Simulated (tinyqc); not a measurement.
# From critical thickness for channelling back to deposition temperature T_d

Model: thermal stress, cracking, delamination and buckling of a thin film; Griffith cracks and misfitting inclusions. Computed by tinyqc, a small Python program. Command: `OMP_NUM_THREADS=1 python tinyqc.py 3010153 3010154 out.jsonl filmcrack inv`. One thread of a shared host (Intel(R) Xeon(R) Processor @ 2.30GHz), about 0.02 s of CPU time with the checks.

Isotropic linear elasticity; the substrate is much thicker than the film; stress is positive in tension.

Inputs (values chosen for the exercise, modelled on a copper film on silicon):
```
quantity,value,unit
film Young's modulus E,126,GPa
film Poisson ratio nu,0.34,-
film expansion alpha_f,17,1e-6/K
substrate expansion alpha_s,3.2,1e-6/K
final temperature T,300,K
intrinsic stress,-92,MPa
film thickness h,0.16,micrometre
film toughness Gamma_f,3.24,J/m^2
interface toughness Gamma_i,2.9,J/m^2
substrate Young's modulus E_s,144,GPa
substrate Poisson ratio nu_s,0.26,-
```

Method:
- Thermal strain = (alpha_f - alpha_s)(T_d - T); stress = E/(1 - nu) x strain + intrinsic stress; plane-strain modulus Ebar = E/(1 - nu^2); G0 = stress^2 h/(2 Ebar) is the energy freed per area when a long strip loses its stress across its width.
- Dundurs alpha = (Ebar - Ebar_s)/(Ebar + Ebar_s), with Ebar_s = E_s/(1 - nu_s^2). The channel-crack factor is taken as g = 1.258 (1 - alpha)^(-0.7), a rough interpolation chosen for the exercise (1.258 is the value for matched materials).
- Channel crack through the film: G = pi g G0, critical thickness where G = Gamma_f. Steady delamination from an edge: G = G0, critical thickness where G = Gamma_i.

Question. A run gave the result below. Find the deposition temperature T_d, known to lie between 340 and 650 K.

critical thickness for channelling = 8.977937 micrometre

Answer.

Each step takes the trial c = (a f_b - b f_a)/(f_b - f_a), f being the result less the target and a, b, c the logarithms of the listed values; c replaces end b, the old b replaces a if the sign of f changed, and otherwise f_a is halved.

Scan of the range:
```
deposition temperature T_d (K),critical thickness for channelling (micrometre)
340,1.34107e+03
379,1.78074e+01
422,4.56290e+00
470,1.89624e+00
524,9.67794e-01
583,5.62199e-01
650,3.48523e-01
```

False position (Illinois rule, in the logarithm of the input) inside the bracket:
```
step,end a,end b,trial,critical thickness for channelling (micrometre)
1,379.000,422.000,407.150,6.63206
2,379.000,407.150,397.153,8.93396
3,379.000,397.153,396.790,9.03904
4,397.153,396.790,397.001,8.97772
5,396.790,397.001,397.000,8.97794
6,396.790,397.000,397.000,8.97794
7,397.000,397.000,397.000,8.97794
```

Critical thickness for channelling falls at every point of a 13-point scan of the range (every second point is shown), so one value fits; it is bracketed by 379 and 422. Answer: deposition temperature T_d = 397.0 K.

Caution: plastic flow makes a ductile metal film far tougher than the brittle value used here.
